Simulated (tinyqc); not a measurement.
Frequency dispersion of an accumulation capacitance by border traps, distributed model: one step of the calculation.

Traps spread evenly through the insulator exchange electrons with the semiconductor by tunnelling, with tau(x) = t0 exp(2 ka x) at depth x from the interface. The admittance per area Y seen at depth x obeys dY/dx = -Y^2/(i w eps0 eox) + q Nb ln(1 + i w tau)/tau, with Y(0) = i w Cs and w = 2 pi f; the gate sees Y(tox) = G + i w C. Working variable y = Y/(i w), in uF/cm^2. Cox = eps0 eox/tox.

Task. Midpoint steps through the active depth. In terms of y: dy/dx = -y^2/(eps0 eox) + s(x), s = q Nb ln(1 + z)/z, z = i w tau. 10 midpoint steps of h = xe/10: y_half = y + (h/2) y'(x, y), y(new) = y + h y'(x + h/2, y_half).

Inputs (values chosen for the exercise); permittivity close to that of aluminium oxide:

| symbol | value | unit | meaning |
|---|---|---|---|
| eox | 8.13 |  | relative permittivity of the insulator |
| Cs | 1.2 | uF/cm^2 | semiconductor capacitance in accumulation |
| Nb | 5e18 | cm^-3 eV^-1 | density of border traps |
| ka | 5.1 | 1/nm | decay constant of the wave function in the insulator |
| t0 | 3e-9 | s | time constant of a trap at the interface |
| f | 1e6 | Hz | frequency |
| xe | 0.88 | nm | depth down to which the steps are taken |

Constants: q = 1.602176634e-19 C, eps0 = 8.8541878128e-14 F/cm where lengths are in cm. Results are converted to the units shown.

Wanted: x; s; y.

Result.

```
point    x (nm)    s (uF/(cm^2 nm))     y (uF/cm^2)
0             0  0.080099-0.000755i  1.2000+0.0000i
1      0.088000  0.080052-0.001851i  1.1896-0.0001i
2       0.17600  0.079768-0.004517i  1.1795-0.0004i
3       0.26400  0.078130-0.010742i  1.1696-0.0010i
4       0.35200  0.070277-0.022459i  1.1597-0.0023i
5       0.44000  0.049358-0.031962i  1.1488-0.0047i
6       0.52800  0.025945-0.028101i  1.1360-0.0073i
7       0.61600  0.011683-0.018387i  1.1220-0.0092i
8       0.70400  0.004950-0.010384i  1.1075-0.0101i
9       0.79200  0.002049-0.005414i  1.0930-0.0105i
10      0.88000  0.000840-0.002689i  1.0787-0.0106i
```

Computed by the program tinyqc: `OMP_NUM_THREADS=1 python tinyqc.py 2202142 2202143 out.jsonl`, one thread of a shared Intel Xeon 2.30GHz, about 0.5 s for the whole run.
